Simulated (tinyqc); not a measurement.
# Disorder broadening of a semi-elliptic band in the self-consistent Born approximation: two studies

The local Green function is G = g0(z - Sigma) with z = E + i eta and g0(z) = (z - sqrt(z - 2t) sqrt(z + 2t))/(2 t^2), principal roots; the self-energy is Sigma = D G. The density of states is -Im G/pi.

Inputs (values chosen for the exercise): hopping t = 1 eV; variance of the random site energy D = 1 eV^2; bare broadening eta = 0.03 eV; energy from the band centre E = -0.454 eV.

Each table varies one quantity; the others keep the values above.

## Effect of the disorder strength

Sigma is iterated to self-consistency (retarded branch, Im Sigma < 0); first Born means Sigma = D g0(z) put once into G = g0(z - Sigma); clean means Sigma = 0. Closed form: G = (z - sqrt(z^2 - 4 (t^2 + D)))/(2 (t^2 + D)) with the root that gives Im G < 0; for eta -> 0 a semi-ellipse of half-width 2 sqrt(t^2 + D).

The same in every row: DOS, clean (1/eV) = 0.3053.

Effect of the disorder strength:
```
D (eV^2)  Re Sigma (eV)  Im Sigma (eV)  DOS, self-consistent (1/eV)  DOS, first Born (1/eV)
0.04          -0.008599       -0.03767                       0.2997                  0.2996
0.076          -0.01580       -0.07044                       0.2950                  0.2947
0.15           -0.02918        -0.1348                       0.2860                  0.2848
0.28           -0.04898        -0.2392                       0.2719                  0.2684
0.53           -0.07766        -0.4160                       0.2499                  0.2399
1               -0.1123        -0.6905                       0.2198                  0.1962
1.9             -0.1474         -1.096                       0.1836                  0.1390
3.7             -0.1775         -1.686                       0.1450                 0.08228
```

|Im Sigma| rises from 0.0377 to 1.69 eV, as D^(0.98) between the first two rows and D^(0.65) between the last two (the golden rule gives power 1, broadening wider than the band power 1/2). First Born is 0.031 % below the self-consistent density of states in the first row and 43 % below it in the last.

## Effect of the mixing

G = g0(z - Sigma), Sigma(out) = D G, Sigma(new) = Sigma + mix (Sigma(out) - Sigma). Iterations from Sigma = 0 until |Sigma(out) - Sigma| < 1e-10 eV, at most 500. The factor is |1 - mix + mix L|, L = d Sigma(out)/d Sigma at the solution.

Results:
```
mix   iterations  factor
0.1          163  0.8676
0.2           76  0.7352
0.3           47  0.6030
0.5           23  0.3396
0.85          13  0.1398
1             22  0.3324
```

Estimate the missing row, mix = 0.7.

Computed row:
```
mix  iterations   factor
0.7          11  0.08835
```

With this row back in the table: L = -0.325+0.072i. The fewest iterations, 11, come at mix = 0.7; the smallest factor, 0.0883, is at mix = 0.7. As a function of mix the factor has its minimum at Re(1 - L)/|1 - L|^2 = 0.753, below 1, so damping helps.

Range of the model: The self-consistent Born approximation misses band tails from rare fluctuations and localisation.

tinyqc, about 0.01 s, one thread, Intel Xeon 2.30GHz (shared host): `OMP_NUM_THREADS=1 python tinyqc.py 2720021 2720022 out.jsonl`
